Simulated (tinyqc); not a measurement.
Rapid thermal processing of a wafer: radiative balance, ramp and cooling, pattern effects, pyrometer error and spike budget: one step, computed by the program tinyqc. Command: `OMP_NUM_THREADS=1 python tinyqc.py 3110577 3110578 out.jsonl rtp walk`. One thread of a shared host (Intel(R) Xeon(R) Processor @ 2.30GHz), about 0.04 s of CPU time with the checks.

The wafer is opaque and uniform through its thickness unless said otherwise; temperatures in formulas are in kelvin (C + 273.15). sigma = 5.670374419e-12 W/(cm^2 K^4).

Task: Power to hold and to ramp. Effective emissivity between parallel grey plates: eps_eff = 1/(1/eps + 1/(1 - r) - 1). Loss per area q(T) = 2 eps_eff sigma (T^4 - T_w^4) + h (T - T_w). Absorbed power during a ramp = q(T) + C d x ramp rate; thermal time constant tau = C d/(dq/dT), dq/dT = 8 eps_eff sigma T^3 + h; natural cooling rate q/(C d); front-to-back difference under one-sided heating at the end of the ramp = (absorbed power) d/(2 k).

Inputs (values chosen for the exercise, modelled on a hot silicon wafer):
```
quantity                                              value         unit
wafer thickness d                                       775   micrometre
heat capacity per volume C                             2.14   J/(cm^3 K)
thermal conductivity k                                 0.21     W/(cm K)
emissivity eps of each face                            0.69            -
reflectivity of the chamber walls r                   0.091            -
gas heat-transfer coefficient h, both faces together   0.75  mW/(cm^2 K)
wall temperature T_w                                    300            K
process temperature                                     991            C
ramp rate                                               280          K/s
```

Give: eps_eff; holding power q; power at the end of the ramp; dq/dT; time constant tau; natural cooling rate; front-to-back difference.

Result:

eps_eff = 0.6454

holding power q = 19.36 W/cm^2

power at the end of the ramp = 65.79 W/cm^2

dq/dT = 59.90 mW/(cm^2 K)

time constant tau = 2.769 s

natural cooling rate = 116.7 K/s

front-to-back difference = 12.14 K

Radiation carries 96 % of the loss. The ramp needs 3.4 times the holding power.
